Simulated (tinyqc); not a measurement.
Worked calculation: finite-size error of a charged defect in a periodic cell: Madelung and Makov-Payne terms. Computed by tinyqc, a small Python program that keeps every step. Command: `OMP_NUM_THREADS=1 python tinyqc.py 3005534 3005535 out.jsonl imagecharge walk`. One thread of a shared host (Intel(R) Xeon(R) Processor @ 2.30GHz), about 0.08 s of CPU time with the checks. Intermediate numbers are printed to about 7 digits and carried at full precision; extremes and crossings named in words are read from the listed rows.

L is the cube root of the cell volume. The defect charge is a Gaussian, rho(r) = q (2 pi sigma^2)^(-3/2) exp(-r^2/2 sigma^2), repeated periodically in a uniform neutralising background and screened by a continuum. The model cell energy is E(L) = E_0 + [periodic - isolated electrostatic energy].

Inputs (values chosen for the exercise, for a model host):
```
quantity,value,unit
charge q,3,e
cell length L,18.7,angstrom
dielectric constant eps,9.84,-
width sigma of the defect charge,0.95,angstrom
formation energy of the isolated defect E_0,1.217,eV
```

Supercell lattice: fcc. Screening: isotropic.

scatter added to the six cells, standing for numerical noise (meV): [3.7, 0.56, -2.4, -1.1, -0.74, 1.9]

Constants: e^2/(4 pi eps_0) = 14.39964548 eV angstrom.

## The cell

Cell vectors: (0,1,1), (1,0,1), (1,1,0), scaled to volume L^3.

cell vectors (rows) (angstrom):
```
,1,2,3
1,0.00000,14.84220,14.84220
2,14.84220,0.00000,14.84220
3,14.84220,14.84220,0.00000
```

nearest image = 20.99004 angstrom

## Madelung energy

Ewald sum for a unit point charge: scale each Cartesian component of the cell by 1/sqrt(eps_i), giving R', G' and V'; E = [ (1/2) sum erfc(eta R')/R' + (2 pi/V') sum exp(-G'^2/4 eta^2)/G'^2 - eta/sqrt(pi) - pi/(2 V' eta^2) ] e^2/(4 pi eps_0) / sqrt(eps_x eps_y eps_z), over n_i = -6..6, omitting n = (0,0,0), eta = 2/V'^(1/3). alpha = -2 E eps_g L/(e^2/(4 pi eps_0)), eps_g = (eps_x eps_y eps_z)^(1/3).

terms for a unit charge (eV): real space 0.00062828, reciprocal 0.00539249, self -0.08830192, background -0.03073088

Madelung constant alpha = 2.888282

point-charge correction -q^2 E = 1.017108 eV

## Energy of the smeared charge in the cell

Periodic energy of the Gaussian: (2 pi q^2/V) sum_(G != 0) exp(-sigma^2 G^2)/(G.eps.G) x e^2/(4 pi eps_0), n_i = -k..k with k = max(9, L/sigma rounded up). Isolated energy: q^2/(2 sqrt(pi) sigma) <1/(n.eps.n)> e^2/(4 pi eps_0), the mean over directions n, here 1/eps.

periodic energy = 2.905158 eV

isolated energy = 3.910846 eV

finite-size error = -1.005687 eV

E(L) = 0.2113126 eV

## Makov-Payne correction

Second radial moment Q = q <r^2> = 3 q sigma^2; E(corrected) = E(L) + q^2 alpha e^2/(4 pi eps_0)/(2 eps L) - 2 pi q Q e^2/(4 pi eps_0)/(3 eps L^3). Errors left are the corrected energies less E_0.

Q = 8.1225 e angstrom^2

third-order term = -0.01142093 eV

error left after the first term = 0.01142093 eV

error left after both terms = 0 eV

third-order over first-order term, in size = 0.01122882

The point-charge term alone overcorrects by 0.0114 eV, 1 % of itself; both terms together are exact to 1e-7 eV, since the clouds do not overlap.

## A series of cells

Cells of the same shape with L scaled by 0.7, 0.85, 1, 1.25, 1.5 and 2; the scatter is added to E(L). The point-charge correction scales as 1/L from its value at the input L.

Scaling data:
```
L (angstrom),1/L (1/angstrom),E(L) (eV),E(L) + point-charge correction (eV)
13.090,0.07639419,-0.1990148,1.253997
15.895,0.06291287,0.0395590,1.236157
18.700,0.05347594,0.2089126,1.226021
23.375,0.04278075,0.4080608,1.221748
28.050,0.03565062,0.5415717,1.219644
37.400,0.02673797,0.7117734,1.220328
```

## Ways to reach the isolated limit

Least-squares fits of E(L) to a + b/L, a + c/L^3 or a + b/L + c/L^3; the estimate is a, and errors are against E_0.

Estimates of E_0:
```
way,estimate (eV),error (meV)
"largest cell, uncorrected",0.711773,-505.2266
"largest cell, point-charge term",1.220328,3.3276
"1/L fit, three smallest",1.159830,-57.1698
"1/L fit, all six",1.196081,-20.9187
"1/L^3 fit, all six",0.616420,-600.5796
"1/L and 1/L^3, three smallest",1.190670,-26.3295
"1/L and 1/L^3, all six",1.227175,10.1752
"corrected data, 1/L^3 fit",1.216014,-0.9855
```

coefficient b of the full fit = -19.37396 eV angstrom

Best here: corrected data, 1/L^3 fit (-1.0 meV); worst: 1/L^3 fit, all six (-601 meV). The fitted b is 101.9 % of the Madelung value -q^2 alpha e^2/(8 pi eps_0 eps_g), so such a fit also measures the screening. The three-term fit to three small cells has no spare point and magnifies the scatter. A pure 1/L fit lands below E_0, because the positive 1/L^3 term flattens the small-cell points.

Checks made by the program: the same sum with another eta (relative difference below 1e-10); both terms against the exact model when the clouds do not overlap (relative difference below 1e-10).
